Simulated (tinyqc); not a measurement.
Pairing against temperature: dopants and charged point defects at anneal temperature: Fermi-level effect, clustering and pairing. Computed by tinyqc, a small Python program. Command: `OMP_NUM_THREADS=1 python tinyqc.py 3001461 3001462 out.jsonl pairing walk`. One thread of a shared host (Intel(R) Xeon(R) Processor @ 2.30GHz), about 0.01 s of CPU time with the checks.

Boltzmann statistics and full ionisation of active dopants. Energies are counted from the valence band; the defect (a vacancy or self-interstitial) has five charge states, with all degeneracy factors one.

Inputs (values chosen for the exercise, with bands modelled on 4H-SiC):
```
quantity                                        value    unit
site density N_s                              3.4e+22   cm^-3
pair binding energy E_b                          0.86      eV
pair configurations Z                               1       -
impurity diffusion prefactor D_0               0.0012  cm^2/s
impurity migration energy E_m                    0.38      eV
dielectric constant eps                          9.92       -
active dopant density in the stored part N_2  1.8e+16   cm^-3
```

Dopant: donor. Second part: pairing with a mobile impurity.

Constants: k_B = 8.617333262e-05 eV/K; e^2/(4 pi eps_0) = 14.39964548 eV angstrom.

Method. An oppositely charged mobile impurity (density M) pairs with the dopant: pairs/free = Z (N_2/N_s) exp(E_b/k_B T_2) for M << N_2; capture radius R = e^2/(4 pi eps eps_0 k_B T_2); D_m = D_0 exp(-E_m/k_B T_2); association rate 4 pi R D_m N_2; dissociation rate = association rate/(pairs/free); tau = 1/(sum of both).

Equilibrium and kinetics:
```
T (K)  paired share  time constant (s)  D_m (cm^2/s)  effective D (cm^2/s)
270         1.00000         7.3157e-02    9.6863e-11            1.6208e-20
300         1.00000         1.5875e-02    4.9598e-10            3.3443e-18
340         1.00000         3.1918e-03    2.7957e-09            9.4410e-16
380         0.99999         9.1081e-04    1.0950e-08            8.1244e-14
430         0.99984         2.6732e-04    4.2211e-08            6.6375e-12
480         0.99824         1.0237e-04    1.2284e-07            2.1637e-10
550         0.97573         3.5611e-05    3.9551e-07            9.6008e-09
650         0.71140         8.9377e-06    1.3578e-06            3.9188e-07
```

Half the impurity is paired at T = E_b/(k_B ln(N_s/(Z N_2))) = 691 K. The time constant at 300 K is 0.016 s. Below 691 K pairs win, and the effective diffusivity has the activation energy E_m + E_b = 1.24 eV; above it the impurity is free and moves with E_m = 0.38 eV.
